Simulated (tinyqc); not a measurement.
Inside a calculation. Model: silicon n-p-n transistor, Gummel numbers and transit times.

Program tinyqc, `OMP_NUM_THREADS=1 python tinyqc.py 2320015 2320016 out.jsonl`; Intel Xeon 2.30GHz, shared host, one thread, about 0.01 s. Printed values are rounded.

One-dimensional n-p-n transistor in the forward active mode at low injection. In the base p(x) = NB exp(-eta x/wb) and ni(x)^2 = ni^2 exp((g0 + g1 x/wb)/Vt); electrons leave the base at vsat; band spikes at the emitter junction and recombination inside the emitter are ignored.

Values chosen for this exercise; band and dielectric values close to those of silicon: temperature T = 300 K; band gap Eg = 1.1 eV; relative permittivity eps_r = 11.8; conduction-band density of states at T Nc = 2.79e19 cm^-3; valence-band density of states at T Nv = 2.65e19 cm^-3; saturation velocity vsat = 9.91e6 cm/s; neutral base width wb = 130 nm; base doping at the emitter edge NB = 2.1e17 cm^-3; doping falls as exp(-eta x/wb) eta = 0; gap reduction at the emitter edge of the base g0 = 0 eV; further gap reduction across the base (linear) g1 = 0 eV; electron diffusion coefficient in the base Dn = 15 cm^2/s; emitter doping NE = 1.3e20 cm^-3; gap reduction in the emitter (negative: wider gap) gE = 0.09 eV; neutral emitter width we = 54 nm; hole diffusion coefficient in the emitter Dp = 2.6 cm^2/s; recombination velocity at the emitter contact Se = 7e6 cm/s; electron lifetime in the base tb = 4e-7 s; collector doping NC = 1.3e16 cm^-3; collector-base reverse bias VCB = 1.5 V.

Constants: q = 1.602176634e-19 C, kB = 1.380649e-23 J/K, Vt = kB T/q, eps0 = 8.8541878128e-14 F/cm where lengths are in cm. Results are converted to the units shown.

Range of the model: Heavy doping makes emitter or base degenerate; gE and g0 are to be read as apparent gap changes that include this.

## Base Gummel number and transit time

f(x) = p(x) ni^2/ni(x)^2; I(x) = integral from x to wb of f/Dn, plus f(wb)/vsat; base Gummel number GB = I(0); electron density per unit flux n/(J/q) = I/f; base transit time tauB = integral of I/f over the base. Trapezoid rule on 9 equal steps.

```
point   x (nm)  f (cm^-3)  I (s/cm^4)  I/f (s/cm)
0        0.000     2.1e17  2.03191e11  9.67575e-7
1       14.444     2.1e17  1.82968e11  8.71279e-7
2       28.889     2.1e17  1.62746e11  7.74982e-7
3       43.333     2.1e17  1.42524e11  6.78686e-7
4       57.778     2.1e17  1.22302e11  5.82390e-7
5       72.222     2.1e17  1.02080e11  4.86093e-7
6       86.667     2.1e17  8.18574e10  3.89797e-7
7      101.111     2.1e17  6.16352e10  2.93501e-7
8      115.556     2.1e17  4.14129e10  1.97204e-7
9      130.000     2.1e17  2.11907e10  1.00908e-7
```

GB = 2.03191e11 s/cm^4
tauB = 6.94514 ps

With 4000 steps GB = 2.032e11 s/cm^4 and tauB = 6.945 ps. A uniform base would give wb^2/(2 Dn) + wb/vsat = 6.95 ps.

## Gain, Early voltage and collector delay

ni = sqrt(Nc Nv) exp(-Eg/(2 Vt)), Eg in volts; GE = NE exp(-gE/Vt)(we/Dp + 1/Se); JC = J0 exp(VBE/Vt), J0 = q ni^2/GB; gain limited by back injection GE/GB, by base recombination tb/tauB, together 1/beta = the sum of the inverses; collector layer one-sided, Wc = sqrt(2 eps0 eps_r (Vbc + VCB)/(q NC)), Vbc = Vt ln(p(wb) NC/ni^2), Cjc = eps0 eps_r/Wc; Early voltage VA = GB q p(wb)/(f(wb) Cjc [1/Dn - (eta + g1/Vt)/(wb vsat)]), f(wb) = p(wb) exp(-(g0 + g1)/Vt), p(wb) = NB exp(-eta); tauC = Wc/(2 vsat).

ni = 1.56614e10 cm^-3
GE = 8.87810e12 s/cm^4
J0 = 1.93406e-10 A/cm^2
GE/GB = 43.6934
tb/tauB = 57594.2
beta = 43.6603
Wc = 477.912 nm
Cjc = 0.218616 fF/um^2
VA = 22.3369 V
tauC = 2.41126 ps

The gain is limited more by back injection into the emitter. beta VA = 975 V.
